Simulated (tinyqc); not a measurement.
Inside a calculation: band offset from the macroscopic average of a supercell potential. Values are carried at full precision from step to step, so a last printed digit may differ when a step is redone from the rounded ones.

A model of the planar-averaged electrostatic energy of an electron in a periodic cell of N1 periods of A (L1 = N1 n1 h) and N2 periods of B (L2 = N2 n2 h), on z_j = j h: V(z) = f VA + (1 - f) VB + F t(z), VA = V1[0] + V1[1] cos(2 pi z/(n1 h)) + V1[2] cos(4 pi z/(n1 h)), VB the same with V2, n2 and z - L1. f = [tanh(z/w) - tanh((z - L1)/w) + tanh((z - L1 - L2)/w)]/2 + 1/2; t(z) = z - L1/2 in A and (L1/L2)(L1 + L2/2 - z) beyond, so that the cell is periodic.

Constants: e^2/(4 pi eps0) = 14.39964547 eV angstrom.

Values chosen for the exercise (gaps near those of InAs and GaSb; not measured data):
```
symbol  value                  unit         meaning
h       0.35                   angstrom     grid step
n1      6                                   grid points per period of A
n2      7                                   grid points per period of B
N1      5                                   periods of A
N2      4                                   periods of B
V1      (-9, 4.16, -0.85)      eV           mean and two harmonics of the potential in A
V2      (-11.36, 3.89, -0.23)  eV           the same in B
w       0.47                   angstrom     width of the interfaces
F       0                      eV/angstrom  slope in A from opposite charges on the two interfaces
Ev1     6.52                   eV           valence top of bulk A above its mean potential
Eg1     (0.05, 0.44)           eV           gap of A: semi-local value, corrected value
fv1     0.67                                share of the correction that lowers the valence top of A
Ev2     9.52                   eV           valence top of bulk B above its mean potential
Eg2     (0.1, 0.84)            eV           gap of B: semi-local value, corrected value
fv2     0.5                                 the same share for B
eps     12.1                                dielectric constant at the interface
```

## The planar average

Evaluate V on the grid, j = 0, 1, ...

V(z_j) (eV): -8.854  -6.935  -10.512  -13.952  -10.659  -6.500  -5.691  -6.495  -10.655  -14.010  -10.655  -6.495  -5.690  -6.495  -10.655  -14.010  -10.655  -6.495  -5.690  -6.495  -10.655  -14.010  -10.655  -6.495  -5.690  -6.498  -10.666  -14.021  -10.721  -6.935  -6.695  -8.444  -11.952  -14.997  -14.997  -12.015  -8.883  -7.700  -8.883  -12.018  -15.008  -15.008  -12.018  -8.883  -7.700  -8.883  -12.018  -15.008  -15.008  -12.018  -8.883  -7.700  -8.884  -12.015  -14.984  -14.912  -11.952  -9.827

## Running means

Running mean over n points, periodic: for odd n the plain mean of the n points centred on j; for even n the n + 1 points with half weight at both ends. The macroscopic average applies the mean over n1 points and then over n2 points.

Apply the first mean, then the second.

after the mean over n1 points (eV): -10.419  -10.231  -9.846  -9.305  -9.005  -8.980  -8.997  -9.001  -9.001  -9.000  -9.000  -9.000  -9.000  -9.000  -9.000  -9.000  -9.000  -9.000  -9.000  -9.000  -9.000  -9.000  -9.000  -9.002  -9.003  -9.010  -9.052  -9.172  -9.418  -9.688  -9.876  -10.314  -11.093  -11.699  -11.819  -11.502  -10.998  -10.750  -11.001  -11.511  -11.871  -11.871  -11.512  -11.001  -10.752  -11.001  -11.512  -11.871  -11.871  -11.512  -11.001  -10.750  -10.989  -11.485  -11.918  -12.093  -11.667  -10.871

macroscopic average (eV): -10.633  -10.192  -9.808  -9.540  -9.338  -9.162  -9.041  -8.998  -8.997  -9.000  -9.000  -9.000  -9.000  -9.000  -9.000  -9.000  -9.000  -9.000  -9.000  -9.000  -9.000  -9.001  -9.002  -9.010  -9.034  -9.094  -9.192  -9.317  -9.504  -9.802  -10.180  -10.558  -10.856  -11.043  -11.168  -11.266  -11.326  -11.350  -11.358  -11.359  -11.360  -11.360  -11.360  -11.360  -11.360  -11.360  -11.360  -11.360  -11.360  -11.358  -11.354  -11.361  -11.393  -11.415  -11.396  -11.349  -11.241  -11.006

Around the middle of B the first mean varies by 760 meV over five points and the second by 0 meV: one window removes only the period it matches.

## The potential line-up

Read the macroscopic average in the middle of each region, j = 15 and j = 44, and its slope in A by a central difference over two points each way.

plateau in A = -9.000 eV
plateau in B = -11.360 eV
dV = B - A = -2.360 eV
slope in A = 0.000 eV/angstrom

The plateaus are flat, so the line-up is well defined.

## Band offsets

dEv = Ev(A) - Ev(B) = Ev1 - (dV + Ev2); dEc = Ec(B) - Ec(A) = Eg2 - Eg1 - dEv. The correction of a gap, c = Eg[1] - Eg[0], lowers the valence top by fv c and leaves dV, a ground-state quantity, as it is. Type I: dEv and dEc of one sign; II: opposite signs; III: no overlap of the gaps.

Give the offsets with semi-local and with corrected band edges.

dEv, dEc, semi-local (eV): -0.640  0.690

lowering of the valence tops of A and B (eV): 0.261  0.370

dEv, dEc, corrected (eV): -0.531  0.931

The correction moves dEv by +0.11 eV and dEc by +0.24 eV; the type stays III.

## The dipole behind the step

A step dV of the mean electron energy from A to B across an interface equals 4 pi (e^2/4 pi eps0) times a dipole per area p (in e angstrom per angstrom^2). For a change of 0.1 eV in dV, give the charge per area moved over 2 angstrom in a medium of dielectric constant eps: sigma = 0.1 eps/(4 pi (e^2/4 pi eps0) 2). 1 angstrom^-2 = 1e16 cm^-2.

|p| = 0.01304 e/angstrom
sigma = 3.34e+13 e/cm^2

With about 7e14 atoms per cm^2 in a plane (as on a silicon (100) face), 4.8 % of an electron per atom shifts the line-up by 0.1 eV.

## Checks

- Line-up in a cell of 14 + 14 periods without slope against V2[0] - V1[0] (eV): both -2.3600.

(tinyqc, `OMP_NUM_THREADS=1 python tinyqc.py 1850686 1850687 out.jsonl`, Intel(R) Xeon(R) Processor @ 2.30GHz, 1 thread, shared host, about 0.01 s.)
